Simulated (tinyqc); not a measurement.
What each parameter does: quantum well in an electric field by finite differences.

Finite differences on points z_i at the centres of cells of width h: H_ii = (c/h^2)(1/m_(i-1/2) + 1/m_(i+1/2)) + V_i, H_(i,i+1) = -(c/h^2)/m_(i+1/2), where m_(i+1/2) is the mean of the masses at the two points (the end values are repeated outwards), psi = 0 on the points beyond both ends, c = hbar^2/2m0. The field adds e F (z - z0) with z0 the middle of the structure; 1 kV/cm = 1e-5 eV/angstrom.

Constants: hbar^2/2m0 = 3.80998211 eV angstrom^2.

Inputs chosen for the exercise (near those of a strained Si well in SiGe; the results hold for these values, not for the real material):
- Lw = 30 angstrom (well width)
- Lb = 15 angstrom (each outer barrier)
- V0 = 0.172 eV (barrier height)
- mw = 0.89 m0 (mass in the well)
- mb = 0.928 m0 (mass in the barriers)
- F = 77 kV/cm (field along z)
- hf = 0.3125 angstrom (cell width of the fine grid)

Three layers: barrier, well, barrier; fine grid. The Stark shift is E1(F) - E1(0).

One parameter was then changed.

Results before and after:
```
case     E1 (eV)  E2 - E1 (meV)  Stark shift (meV)  <z - z0> (angstrom)
base      0.0254           73.9              -0.46                -1.20
changed   0.0239           68.9              -0.53                -1.38
```

Which of these changes was made? (a) Lb = 20 angstrom; (b) mw = 1.0235 m0; (c) Lw = 25 angstrom; (d) V0 = 0.138 eV; (e) mb = 1.1136 m0; (f) F = 38.5 kV/cm.

Answer: (d) V0 = 0.138 eV. Of the candidates, run in turn, only this one gives the changed row.

All candidates:
```
case              E1 (eV)  E2 - E1 (meV)  Stark shift (meV)  <z - z0> (angstrom)
base               0.0254           73.9              -0.46                -1.20
Lw = 25 angstrom   0.0333           92.3              -0.30                -0.77
Lb = 20 angstrom   0.0254           73.1              -0.47                -1.22
V0 = 0.138 eV      0.0239           68.9              -0.53                -1.38
mw = 1.0235 m0     0.0236           68.5              -0.47                -1.22
mb = 1.1136 m0     0.0243           72.1              -0.48                -1.25
F = 38.5 kV/cm     0.0258           73.5              -0.12                -0.60
```

Run: tinyqc, `OMP_NUM_THREADS=1 python tinyqc.py 1250428 1250429 out.jsonl`; Intel(R) Xeon(R) Processor @ 2.30GHz, one thread, shared host; about 0.01 s of CPU time with all checks.
